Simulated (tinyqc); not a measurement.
Stacked nanosheet transistor, parasitic resistance, capacitance and delay: two steps of the calculation.

Ns sheets share one contact on top; each has perimeter p = 2 (Ws + ts) and cross-section A = Ws ts; contact width Wc = Ws + 10 nm, stack height Hs = Ns pv. Sheet 1 is the top one. Contact length Lc = CPP - Lg - 2 Lsp, shared by two neighbouring gates. Source and drain sides are equal. The formulas are first-order estimates, not field solutions.

Values chosen for this exercise; values close to those of silicon logic devices: temperature T = 300 K; number of sheets Ns = 3; sheet width Ws = 15 nm; sheet thickness ts = 4 nm; vertical resistance between sheet levels rv = 179 ohm; contacted gate pitch CPP = 54 nm; gate length Lg = 18 nm; spacer length Lsp = 5 nm; contact resistivity rc = 7.4e-10 ohm cm^2; resistivity of the source-drain epitaxy re = 0.00025 ohm cm; current-carrying depth of the epitaxy te = 20 nm; resistivity of the extension rx = 0.00051 ohm cm; inversion capacitance Cinv = 2.2 uF/cm^2; injection velocity vx = 1.1e7 cm/s; apparent mobility mu = 130 cm^2/(V s); threshold at zero drain voltage VT = 0.24 V; barrier lowering dl = 0.032 V/V; subthreshold factor n = 1.22; supply voltage Vdd = 0.75 V.

Constants: q = 1.602176634e-19 C, kB = 1.380649e-23 J/K, Vt = kB T/q. Results are converted to the units shown.

Problem 1. Geometry and resistances. Epitaxy sheet resistance Rsh = re/te, transfer length LT = sqrt(rc/Rsh), contact Rc = [sqrt(rc Rsh)/Wc] coth(Lc/(2 LT)); extension of one sheet Rx = rx Lsp/A. Effective width N p; for equal currents and rv = 0 one side has Rc + Rx/N.

Wanted: Lc; effective width; Rsh; LT; Rc; Rx; one side times effective width.

Solution 1.

Lc = 26.000 nm
effective width = 114.00 nm
Rsh = 125.00 ohm
LT = 24.331 nm
Rc = 248.96 ohm
Rx = 425.00 ohm
one side times effective width = 44.531 ohm um

Problem 2. Sheet currents at Vgs = Vdd, Vds = Vdd/2. One sheet: I = p Q vx u/(1 + |u|^1.8)^(1/1.8), Q = Cinv n Vt ln(1 + exp((Vg' - VT + dl Vd')/(n Vt))), u = Vd' mu/(vx Lg), Vg' = Vgs - v, Vd' = Vds - 2 v, with the drop on each side v_j = Rc sum I + rv (sum over levels k = 2..j of the current of sheets k..Ns) + Rx I_j. I(new) = I(out).

I at the start (uA): sheet 1 0, sheet 2 0, sheet 3 0
Rc = 248.95752 ohm
Rx = 425 ohm

Give: drop v; I(out); I after iteration 1.

Solution 2.

drop v (mV): sheet 1 0, sheet 2 0, sheet 3 0
I(out) (uA): sheet 1 43.43, sheet 2 43.43, sheet 3 43.43
I after iteration 1 (uA): sheet 1 43.43, sheet 2 43.43, sheet 3 43.43

Program tinyqc, `OMP_NUM_THREADS=1 python tinyqc.py 2170152 2170153 out.jsonl`; Intel Xeon 2.30GHz, shared host, one thread, about 0.09 s.
